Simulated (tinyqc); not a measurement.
Six-band hole subbands of a thin body in a field: one step. Its levels. Three cases, with inputs chosen for the exercise.

Question. Diagonalise; the levels come in pairs. Give each pair and its weights on X, Y, Z, summed over spin and averaged over the pair.

Give: levels; weights.

Case 1.

H (meV):
```
,X+,Y+,Z+,X-,Y-,Z-
X+,145.9538,159.7851+14.6667i,0,0,0,-14.6667
Y+,159.7851-14.6667i,145.9538,0,0,0,14.6667i
Z+,0,0,145.3124,14.6667,-14.6667i,0
X-,0,0,14.6667,145.9538,159.7851-14.6667i,0
Y-,0,0,14.6667i,159.7851+14.6667i,145.9538,0
Z-,-14.6667,-14.6667i,0,0,0,145.3124
```

Answer.

levels (meV): -15.72  145.08  307.86

weights:
```
,pair 1,pair 2,pair 3
X,0.496,0.008,0.496
Y,0.496,0.008,0.496
Z,0.008,0.984,0.009
```

Case 2.

H (meV):
```
,X+,Y+,Z+,X-,Y-,Z-
X+,105.9082,73.2920+15.0000i,0,0,0,-15.0000
Y+,73.2920-15.0000i,105.9082,0,0,0,15.0000i
Z+,0,0,162.6520,15.0000,-15.0000i,0
X-,0,0,15.0000,105.9082,73.2920-15.0000i,0
Y-,0,0,15.0000i,73.2920+15.0000i,105.9082,0
Z-,-15.0000,-15.0000i,0,0,0,162.6520
```

Answer.

levels (meV): 29.73  154.00  190.74

weights:
```
,pair 1,pair 2,pair 3
X,0.495,0.140,0.365
Y,0.495,0.140,0.365
Z,0.010,0.719,0.270
```

Case 3.

H (meV):
```
,X+,Y+,Z+,X-,Y-,Z-
X+,136.5977,-6.1288+14.6667i,0,0,0,-14.6667
Y+,-6.1288-14.6667i,136.5977,0,0,0,14.6667i
Z+,0,0,100.5515,14.6667,-14.6667i,0
X-,0,0,14.6667,136.5977,-6.1288-14.6667i,0
Y-,0,0,14.6667i,-6.1288+14.6667i,136.5977,0
Z-,-14.6667,-14.6667i,0,0,0,100.5515
```

Answer.

levels (meV): 93.00  121.19  159.55

weights:
```
,pair 1,pair 2,pair 3
X,0.061,0.493,0.446
Y,0.061,0.493,0.446
Z,0.878,0.014,0.107
```

Computed by tinyqc, one run a case: `OMP_NUM_THREADS=1 python tinyqc.py N N+1 out.jsonl` with N = 1252667, 1280004, 1280164; one thread of a shared Intel(R) Xeon(R) Processor @ 2.30GHz, about 0.5 s a run at most.
